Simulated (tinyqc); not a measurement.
From results back to parameters: Shockley-Read-Hall recombination through one deep level. Two cases, with inputs chosen for the exercise.

Problem. Deep-level transient spectroscopy: the emission rate is en = gam sigma T^2 exp(-dE/kB T), dE = Ec - Et. Two rates were computed from hidden dE and sigma.

Constants: kB = 8.617333262e-05 eV/K.

Case 1.

Values chosen (out of a larger set: gap and densities of states near those of Si at this temperature; not measured data): gam = 4.1e+21 1/(cm^2 s K^2) (vth Nc/T^2, which does not depend on T); T1 = 311 K; T2 = 343 K.

en(T1) = 4.37361 1/s
en(T2) = 49.8911 1/s

Case 2.

Values chosen (out of a larger set: gap and densities of states near those of Ge at this temperature; not measured data): gam = 1.4e+21 1/(cm^2 s K^2) (vth Nc/T^2, which does not depend on T); T1 = 108 K; T2 = 126 K.

en(T1) = 12.8173 1/s
en(T2) = 534.924 1/s

Find: ln(en/T^2) at T1 and T2; dE; sigma.

Solution. ln(en/T^2) against 1/T is a line of slope -dE/kB and intercept ln(gam sigma); plotting ln en alone would overstate dE by about 2 kB T.

Case 1.

ln(en/T^2) at T1 and T2: -10.0040  -7.7656

dE = 0.643 eV
sigma = 2.9e-16 cm^2

Case 2.

ln(en/T^2) at T1 and T2: -6.8135  -3.3904

dE = 0.223 eV
sigma = 2.0e-14 cm^2

Computed by tinyqc, one run a case: `OMP_NUM_THREADS=1 python tinyqc.py N N+1 out.jsonl` with N = 1651285, 1651295; one thread of a shared Intel(R) Xeon(R) Processor @ 2.30GHz, about 0.01 s a run at most.
